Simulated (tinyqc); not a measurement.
Band edges of strained Si(1-x)Ge(x) on relaxed Si(1-y)Ge(y): one step. Strain of the layer on a (001) buffer.

Coherent growth on a (001) face: e_par = (a(y) - a(x))/a(x), e_perp = -2 (C12/C11) e_par; exx = eyy = e_par, ezz = e_perp, no shear.

Inputs chosen for the exercise (out of a larger set: end members near Si and Ge, in this order; not measured data): face = 001 (growth face).

Interpolated values (a in angstrom, C11, C12, C44 in GPa, all else in eV):
```
symbol       layer      buffer
a         5.629069    5.575239
Dso       0.263830    0.209490
av        1.386400    1.659200
b        -2.471600   -2.374800
d        -5.187200   -5.081600
C11     133.747000  142.041000
C12      50.294000   53.682000
C44      69.019000   71.857000
Ev        0.596300    0.448900
ED        0.940938    0.961882
EL        0.885850    1.157550
aD        1.478400    1.575200
aL       -2.967400   -3.042200
XuD       9.078800    9.096400
XuL      15.225200   15.515600
```

Problem. Use the elastic constants of the layer.

Give: e_par; e_perp; strain tensor in the cubic axes.

Solution.

e_par = -0.009563
e_perp = 0.007192

strain tensor in the cubic axes:
```
           x          y         z
x  -0.009563   0.000000  0.000000
y   0.000000  -0.009563  0.000000
z   0.000000   0.000000  0.007192
```

The layer is under compression in the plane; its volume changes by -1.193 %.

Program tinyqc; command `OMP_NUM_THREADS=1 python tinyqc.py 1080768 1080769 out.jsonl`; about 0.01 s on one thread of a shared Intel(R) Xeon(R) Processor @ 2.30GHz.
